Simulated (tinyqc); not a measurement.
Longitudinal sound in a periodic multilayer: transfer matrices, stop bands and folded phonons: one step, computed by the program tinyqc.

Layers 1 and 2 repeat with period d = d_1 + d_2; waves travel normal to the layers, without loss. State vector (u, s): displacement u and stress divided by omega. Impedances Z = rho v are in 1e6 kg/(m^2 s).

Task: Transmission through N periods. A layer maps (u, s) by [[cos p, sin p/Z], [-Z sin p, cos p]], p = 2 pi f d_i/v_i; one period is M = M_2 M_1, and cos(q d) = trace(M)/2. For N periods A = M^N. A wave comes from a thick layer of material 1 and leaves into the substrate (Z_s): transmitted power T = 4 Z_1 Z_s/|Z_1 A_22 + Z_s A_11 - i (Z_1 Z_s A_12 - A_21)|^2, reflected power R = 1 - T.

Inputs (values chosen for the exercise, modelled on silica (layer 1), silicon nitride (layer 2) and silicon (substrate)):

| quantity | value | unit |
|---|---|---|
| velocity v_1 | 5960 | m/s |
| thickness d_1 | 602 | nm |
| velocity v_2 | 9890 | m/s |
| thickness d_2 | 1010 | nm |
| periods N | 4 | - |
| frequency f | 1.62 | GHz |

M:
```
             1           2
1  -0.05148411  0.04727694
2    -19.54136   -1.478990
```

Z_2 = 31.0546

Z_1 = 13.1716

Z of the substrate = 19.5344

Give: A = M^N; transmitted power T; T in decibel.

Result:

A = M^N:
```
        1         2
1  -1.315  -0.02477
2   10.24   -0.5674
```

transmitted power T = 0.7479

T in decibel = -1.262 dB
